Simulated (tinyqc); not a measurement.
Inside a calculation. Model: chemical vapour deposition: Grove model, boundary layer, depletion and step coverage. Computed by tinyqc, a small Python program that keeps every step. Command: `OMP_NUM_THREADS=1 python tinyqc.py 3022599 3022600 out.jsonl cvd walk`. One thread of a shared host (Intel(R) Xeon(R) Processor @ 2.30GHz), about 0.01 s of CPU time with the checks. Intermediate numbers are printed to about 7 digits and carried at full precision; extremes and crossings named in words are read from the listed rows.

A precursor diffuses to the surface and reacts there at first order; each molecule that reacts adds one formula unit of film.

Inputs (values chosen for the exercise, close to those used for polysilicon from silane): prefactor k0 of k_s = 3.4e+08 cm/s; activation energy E = 1.59 eV; temperature T = 620 C; total pressure p = 0.38 torr; mole fraction of the precursor Y = 0.41; gas diffusivity D0 at 273.15 K and 760 torr = 0.47 cm^2/s; film density N = 5e+22 formula units/cm^3; precursor mass M = 32 u; trench width w = 0.035 um; aspect ratio of the trench = 42; wafer radius R = 15 cm; wafer spacing s = 0.99 cm.

Reactor: wafer stack, low pressure.

Constants: k_B = 1.380649e-23 J/K; u = 1.6605390666e-27 kg; k_B = 8.617333262e-05 eV/K.

## Gas-phase and surface constants

k_s = k0 exp(-E/(k_B T)); C_g = Y p/(k_B T), 1 torr = 133.322 Pa; D = D0 (T/273.15)^1.75 (760/p). Temperatures in kelvin are T(C) + 273.15. Mean speed c = sqrt(8 k_B T/(pi M)); reactive sticking probability beta = 4 k_s/c.

surface rate constant k_s = 0.3627310 cm/s

precursor density C_g = 1.684463e+15 1/cm^3

gas diffusivity D = 7473.834 cm^2/s

mean speed c = 76873.09 cm/s

sticking probability beta = 1.887428e-05

## Uniformity across a wafer

Between two wafers the gas diffuses inward and reacts on both faces: (D/r) d/dr (r dC/dr) = 2 k_s C/s, so C(r)/C_g = I0(phi r/R)/I0(phi) with phi^2 = 2 k_s R^2/(s D); G(r) = k_s C(r)/N, 1 cm/s = 6e8 nm/min; the mean over the wafer is eta = 2 I1(phi)/(phi I0(phi)).

Thiele modulus phi = 0.1485283

growth rate G at the edge = 7.332086 nm/min

rate at the centre over rate at the edge = 0.9945076

effectiveness eta = 0.9972525

The centre lags the edge by 0.55 %; for small phi the lag is phi^2/4 = 0.55 %.

## Pressure and uniformity

The formulas are those given above.

Effect of the total pressure at fixed Y:
```
p (torr)    D (cm^2/s)       phi  centre/edge  G at the edge (nm/min)
0.05      5.680114e+04  0.053877    0.9992747            9.647481e-01
0.1       2.840057e+04  0.076193    0.9985502            1.929496e+00
0.3       9.466856e+03  0.131971    0.9956601            5.788489e+00
1         2.840057e+03  0.240945    0.9856428            1.929496e+01
3         9.466856e+02  0.417329    0.9578388            5.788489e+01
10        2.840057e+02  0.761934    0.8691966            1.929496e+02
30        9.466856e+01  1.319709    0.6733285            5.788489e+02
100       2.840057e+01  2.409448    0.3256203            1.929496e+03
```

D scales as 1/p and phi as sqrt(p), while the edge rate grows as p. The centre stays within 5 % of the edge up to 3 torr: low pressure trades rate for uniformity and lets wafers stand close together. Caution: first-order rates above 1000 nm/min in the high-pressure rows are an extrapolation not met in practice. Caution: at the lowest pressures the mean free path exceeds the wafer spacing, so D stops growing as 1/p.

## Step coverage in a trench

In a long trench of width w and depth l = aspect ratio x w: Knudsen diffusivity D_K = (2w) c/3 (hydraulic diameter 2w), combined as 1/D_e = 1/D_K + 1/D; D_e d2C/dz2 = 2 k_s C/w with D_e dC/dz = -k_s C at the floor. With m = sqrt(2 k_s/(w D_e)): C(floor)/C(top) = 1/[cosh(m l) + (k_s/(D_e m)) sinh(m l)].

Knudsen diffusivity D_K = 0.1793706 cm^2/s

effective diffusivity D_e = 0.1793662 cm^2/s

modulus m l = 0.1580230

step coverage = 0.9873519

Wall collisions limit transport in the trench; then m l = aspect ratio x sqrt(3 beta)/2, 0.1580, whatever the width. Coverage is nearly conformal. Caution: the hydraulic-diameter form of D_K is rough for a slit.

Checks made by the program: effectiveness against direct integration (relative difference below 1e-10); step coverage against a numerical boundary-value solution (relative difference below 1e-10).
